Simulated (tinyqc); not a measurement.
Planar ballistic transistor, top-of-the-barrier model: two steps of the calculation.

At the top of the source barrier, states moving towards the drain are filled by the source (Fermi level 0) and states moving back by the drain (Fermi level -q Vd); nothing scatters. U is the shift of the band edge there, set by the capacitances CG, CD and CS (the total) and by the charge. Parabolic two-dimensional band; the source is grounded.

Parameters, values chosen for the exercise; mass and valleys close to those of gallium arsenide:
- T = 400 K (temperature)
- m = 0.0694 m0 (effective mass)
- gv = 1 (valley degeneracy)
- eox = 22 (relative permittivity of the gate insulator)
- tox = 3.3 nm (insulator thickness)
- aG = 0.9 (gate control CG/CS)
- aD = 0.014 (drain control CD/CS)
- E0 = 0.3 eV (band edge at the barrier top above the source Fermi level at zero bias)
- Vg = 0.3 V (gate voltage)
- Vd = 0.05 V (drain voltage)

Constants: q = 1.602176634e-19 C, kB = 1.380649e-23 J/K, hbar = 1.054571817e-34 J s, m0 = 9.1093837015e-31 kg, Vt = kB T/q, eps0 = 8.8541878128e-14 F/cm where lengths are in cm. Results are converted to the units shown.

Problem 1. Density of states, capacitances and charge at zero bias. N0 = gv m kB T/(pi hbar^2), CG = eps0 eox/tox, vT = sqrt(2 kB T/(pi m)), CS = CG/aG, n0 = n at U = 0 and Vd = 0. eta1 = -(E0 + U)/Vt, eta2 = eta1 - Vd/Vt, n = (N0/2)[F_0(eta1) + F_0(eta2)], F_0(x) = ln(1 + exp x). UL = -(aG Vg + aD Vd).

Find: N0; CG; CS; n0; UL.

Solution 1.

N0 = 9.993e11 cm^-2
CG = 5.903 uF/cm^2
CS = 6.559 uF/cm^2
n0 = 1.659e8 cm^-2
UL = -0.2707 eV

Problem 2. Self-consistent potential at the barrier top. U(out) = UL + q (n - n0)/CS. U(new) = U(out).

U at the start (U = UL) = -0.2707 eV
N0 = 9.9928541e11 cm^-2
CS = 6.5586576 uF/cm^2
n0 = 1.6588987e8 cm^-2
UL = -0.2707 eV

Wanted: eta1; eta2; n; U(out); U after iteration 1.

Solution 2.

eta1 = -0.85003
eta2 = -2.3006
n = 2.2551e11 cm^-2
U(out) = -0.26520 eV
U after iteration 1 = -0.26520 eV

Program tinyqc, `OMP_NUM_THREADS=1 python tinyqc.py 2400044 2400045 out.jsonl`; Intel Xeon 2.30GHz, shared host, one thread, about 0.01 s.
